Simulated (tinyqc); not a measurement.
The best anneal temperature for the time t: solubility, supersaturation, precipitation and gettering of an impurity in a silicon-like host. Computed by tinyqc, a small Python program. Command: `OMP_NUM_THREADS=1 python tinyqc.py 3003310 3003311 out.jsonl ripen walk`. One thread of a shared host (Intel(R) Xeon(R) Processor @ 2.30GHz), about 0.01 s of CPU time with the checks.

The wafer was saturated at T1 and is then held at T.

Inputs (values chosen for the exercise, for a model impurity):
```
quantity,value,unit
site density N0,5e+22,1/cm^3
enthalpy of solution H,2.49,eV
entropy of solution S,4.5,k_B
diffusion prefactor D0,0.00058,cm^2/s
migration energy Q,0.829,eV
temperature of saturation T1,1425,K
anneal temperature T,1132,K
sink density n,2.1e+11,1/cm^3
initial sink radius r0,5.4,nm
impurity density in the precipitate C_p,2.9e+22,1/cm^3
interface energy gamma,0.21,J/m^2
anneal time t,5,s
```

Constants: k_B = 8.617333262e-05 eV/K; k_B = 1.380649e-23 J/K.

Method:
- C_eq(T) = N0 exp(S/k_B - H/(k_B T)); D(T) = D0 exp(-Q/(k_B T)); C0 = C_eq(T1). Supersaturation s = C0/C_eq(T); critical radius r* = 2 gamma/(C_p k_B T ln s); barrier W* = (4 pi/3) gamma r*^2. Strain energy is left out.
- r_f = [r0^3 + 3 (C0 - C_eq)/(4 pi n C_p)]^(1/3), tau_f = 1/(4 pi n r_f D).
- Growing sinks: with y = r/r_f and y0 = r0/r_f, dy/dt = (1 - y^3)/(3 tau_f y), which integrates to t/tau_f = F(y) - F(y0), F(y) = (1/2) ln[(1 + y + y^2)/(1 - y)^2] - sqrt(3) arctan[(2y + 1)/sqrt(3)]; the share of the excess left is (1 - y^3)/(1 - y0^3), and C(t) = C_eq + (C0 - C_eq) x share.

C0 = 7.02985e+15 1/cm^3

Dissolved share after t:
```
T (K),C_eq/C0,tau_f (s),C(t)/C0
641,1.6945e-11,2.8458e+03,0.99875
741,7.4313e-09,3.7549e+02,0.99051
855,1.3462e-06,6.6500e+01,0.94697
969,7.1752e-05,1.7699e+01,0.80869
1083,1.6560e-03,6.2263e+00,0.52471
1197,2.1018e-02,2.6830e+00,0.21343
1297,1.3518e-01,1.4811e+00,0.17326
1368,4.2960e-01,1.0880e+00,0.43666
```

What follows from these numbers?

The lowest dissolved share among these rows is 0.17 at 1297 K. Above it solubility sets the floor; below it diffusion is too slow for this time. Solubility falls with H = 2.49 eV and diffusion with Q = 0.829 eV. Caution: the barrier to homogeneous nucleation is below 35 k_B T for these inputs, so new precipitates would form and outnumber the fixed sinks assumed here.

Extremes, crossings and ranges named in words are read from the listed rows.
